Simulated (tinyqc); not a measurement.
p-n diode with diffusion and depletion-layer recombination: effect of the temperature.

Abrupt junction in the depletion approximation, low injection, full ionisation, neutral widths fixed, ohmic contact on the p side. Vj is the junction voltage; where a series resistance Rs is given, V = Vj + J Rs is the terminal voltage.

Nc and Nv are given at 300 K and scale as (T/300 K)^1.5; Eg, mobilities and lifetimes are held fixed. ni = sqrt(Nc Nv) exp(-Eg/(2 Vt)), Eg in volts; D = mu Vt; Ln = sqrt(Dn tn), Lp = sqrt(Dp tp); J0n = q ni^2 Dn coth(wp/Ln)/(Ln Na); J0p = (q ni^2 Dp/(Lp Nd)) (s + tanh(wn/Lp))/(1 + s tanh(wn/Lp)), s = Sp Lp/Dp. J_diff = (J0n + J0p)(exp(Vj/Vt) - 1). Vbi = Vt ln(Na Nd/ni^2), W = sqrt(2 eps0 eps_r (Vbi - Vj)(1/Na + 1/Nd)/q), xp = W Nd/(Na + Nd), xn = W Na/(Na + Nd); u(x) = q Na (x + xp)^2/(2 eps0 eps_r) for x < 0 and Vbi - Vj - q Nd (xn - x)^2/(2 eps0 eps_r) for x > 0; p = Na exp(-u/Vt), n = Nd exp((u - Vbi + Vj)/Vt); U = ni^2 (exp(Vj/Vt) - 1)/(tp (n + ni exp(Et/Vt)) + tn (p + ni exp(-Et/Vt))); J_scr = q times the integral of U from -xp to xn. J = J_diff + J_scr.

Values chosen for this exercise; band and dielectric values close to those of gallium nitride:
```
symbol    value        unit                                                         meaning
Eg         3.44          eV                                                        band gap
eps_r      9.63                                                       relative permittivity
Nc      2.32e18       cm^-3  conduction-band density of states at the reference temperature
Nv      4.64e19       cm^-3     valence-band density of states at the reference temperature
Na       1.4e16       cm^-3                                                acceptor density
Nd       1.3e16       cm^-3                                                   donor density
mun         840  cm^2/(V s)                                 electron mobility in the p side
mup          27  cm^2/(V s)                                     hole mobility in the n side
tn         3e-8           s                                               electron lifetime
tp         3e-8           s                                                   hole lifetime
wp           32          um                                     neutral width of the p side
wn          6.3          um                                     neutral width of the n side
Sp           60        cm/s                         recombination velocity at the n contact
Et        -0.11          eV                            trap level above the intrinsic level
Vj         1.19           V            junction voltage at which recombination is evaluated
```

Constants: q = 1.602176634e-19 C, kB = 1.380649e-23 J/K, Vt = kB T/q, eps0 = 8.8541878128e-14 F/cm where lengths are in cm. Results are converted to the units shown.

Results:

| T (K) | J0n (A/cm^2) | J0p (A/cm^2) | J_diff (A/cm^2) | J_scr (A/cm^2) | J_scr/J (%) | wn/Lp |
|---|---|---|---|---|---|---|
| 220 | 1.759e-72 | 3.395e-73 | 3.824e-45 | 2.504e-25 | 100.0 | 5.084 |
| 260 | 4.197e-60 | 8.099e-61 | 5.838e-37 | 3.560e-21 | 100.0 | 4.677 |
| 340 | 5.254e-44 | 1.013e-44 | 2.731e-26 | 9.730e-16 | 100.0 | 4.090 |
| 380 | 1.808e-38 | 3.482e-39 | 1.307e-22 | 7.451e-14 | 100.0 | 3.868 |
| 420 | 5.685e-34 | 1.094e-34 | 1.290e-19 | 2.573e-12 | 100.0 | 3.679 |
| 460 | 3.040e-30 | 5.839e-31 | 3.952e-17 | 4.921e-11 | 100.0 | 3.516 |

Estimate the missing row, T = 300 K.

Computed row:

| T (K) | J0n (A/cm^2) | J0p (A/cm^2) | J_diff (A/cm^2) | J_scr (A/cm^2) | J_scr/J (%) | wn/Lp |
|---|---|---|---|---|---|---|
| 300 | 5.386e-51 | 1.039e-51 | 6.295e-31 | 4.181e-18 | 100.0 | 4.354 |

With this row back in the table: As T goes from 220 to 460, J0p rises from 3.40e-73 to 5.84e-31 A/cm^2, J_scr rises from 2.50e-25 to 4.92e-11 A/cm^2 and its share stays near 100 %. Activation energies -d ln J/d(1/kB T) over the table: 2.34 eV for J_diff (compare Eg - Vj = 2.25 eV, raised by the power-law prefactors) and 1.20 eV for J_scr.

Program tinyqc, `OMP_NUM_THREADS=1 python tinyqc.py 2260144 2260145 out.jsonl`; Intel Xeon 2.30GHz, shared host, one thread, about 0.01 s.
